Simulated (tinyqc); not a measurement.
Peierls distortion of a half-filled chain, step by step. Values are carried at full precision from step to step, so a last printed digit may differ when a step is redone from the rounded ones.

Atoms move by +/- u, so bonds change by -/+ 2u and hoppings are t +/- 2 al u. Bands E = -/+ sqrt((2 t cos x)^2 + D^2 sin^2 x) with D = 4 al u, x = k a in (0, pi/2); the gap is 2D. Energy per atom at zero temperature: E(u) = -mean_x sqrt(...) + 2 K u^2; exactly, the mean is (4t/pi) E(1 - z^2), z = D/2t, E the complete elliptic integral of the second kind with parameter m. Coupling lambda = 2 al^2/(pi t K).

Constants: kB = 8.617333262e-05 eV/K.

Values chosen for the exercise:
- t = 2.98 eV (hopping of the even chain)
- al = 4.4 eV/angstrom (change of hopping with bond length)
- K = 16.3 eV/angstrom^2 (spring constant of a bond)
- u = 0.086 angstrom (trial shift of alternate atoms)
- N = 6 (k points)

## Energy at a trial distortion

Use the mesh x_j = (j + 1/2) pi/(2N), j = 0 .. N-1, and also the elliptic integral.

D = 1.5136 eV

|E| on the mesh (eV): [5.9123, 5.5367, 4.8173, 3.8218, 2.6753, 1.6903]

band energy on the mesh = -4.0756 eV
elastic energy = 0.2411 eV
total, exact = -3.8344 eV
exact E(u) - E(0) = -0.0402 eV

This distortion lowers the energy; the mesh errs by -0.09 meV.

## The equilibrium distortion

dE/du = 0 gives 1 = (4 al^2/K) mean(sin^2 x/|E|); solve with the exact mean, and compare with the weak-coupling form D = 8 t exp(-1 - 1/(2 lambda)).

lambda = 0.2537
u0 = 0.0736 angstrom
gap 2D = 2.592 eV
gap, weak coupling = 2.445 eV
E(u0) - E(0) per atom = -42.60 meV

Long and short bonds differ by 4 u0 = 0.2946 angstrom. The weak-coupling gap is 0.943 of the full one. The gain is far smaller than the gap, since only states near the zone edge move.

## Length and phonon scales

Coherence length xi/a = 2t/D with D half the gap; mean-field transition kB Tp = D/1.764 (weak coupling); for the optical mode at the zone edge (omega_R/omega_0)^2 = 2 lambda at weak coupling.

xi/a = 4.60
Tp = 8.53e+03 K
omega_R/omega_0 = 0.712

Tp is a mean-field scale: in a single chain fluctuations forbid the transition, and coupling between chains sets the real one, far lower.

## Checks

- Total energy at u0 on 4000 points against the elliptic integral (eV): both -3.83685.

tinyqc: `OMP_NUM_THREADS=1 python tinyqc.py 1682702 1682703 out.jsonl`; about 0.07 s, one thread, shared Intel(R) Xeon(R) Processor @ 2.30GHz.
